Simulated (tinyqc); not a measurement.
Dielectric constant under pressure: Penn model of the dielectric constant and Phillips ionicity.

n = 32/a^3; Ep^2 = 8 pi c e2 n with c = hbar^2/2m0, e2 = e^2/(4 pi eps0); EF = c (3 pi^2 n)^(2/3); eps = 1 + (Ep/Eg)^2 S with S = 1 - Eg/(4 EF) + (Eg/(4 EF))^2/3, Eg the Penn gap. Core d shells are left out.

Phillips: bond length d = sqrt(3) a/4; homopolar gap Eh = 39.74 d^(-2.48) eV (d in angstrom); Eg^2 = Eh^2 + C^2; ionicity fi = C^2/Eg^2.

Constants: hbar^2/2m0 = 3.80998211 eV angstrom^2; e^2/(4 pi eps0) = 14.39964547 eV angstrom.

Inputs chosen for the exercise (out of a larger set: near those of ZnSe; not measured data): a = 5.692 angstrom (cubic lattice constant, 32 valence electrons a cell); C0 = 5.62 eV (ionic gap, held fixed).

The lattice constant is scaled by the factor listed; C = C0.

Results:
```
factor,Eh (eV),Eg (eV),Ep (eV),eps,fi
0.94,4.946,7.487,16.972,5.426,0.563
0.96,4.695,7.323,16.445,5.330,0.589
0.98,4.461,7.175,15.944,5.226,0.613
0.99,4.350,7.107,15.703,5.171,0.625
1.00,4.243,7.042,15.468,5.115,0.637
1.01,4.139,6.980,15.239,5.058,0.648
1.02,4.039,6.921,15.015,4.999,0.659
1.04,3.850,6.812,14.584,4.880,0.681
```

d ln eps/d ln a = -1.11 around factor 1: eps rises under compression. Ep^2 goes as a^-3 and Eh^2 as a^-4.96; with C fixed Eg^2 goes as a^-1.80 at fi = 0.637, and leaving S aside the two powers balance at fi = 0.395. The slope is a difference of two powers and the model omits d shells and any change of C, so it is no prediction for a real crystal; eps from C0 (row 1.00) need not match a measured ei.

tinyqc: `OMP_NUM_THREADS=1 python tinyqc.py 1681486 1681487 out.jsonl`; about 0.01 s, one thread, shared Intel(R) Xeon(R) Processor @ 2.30GHz.
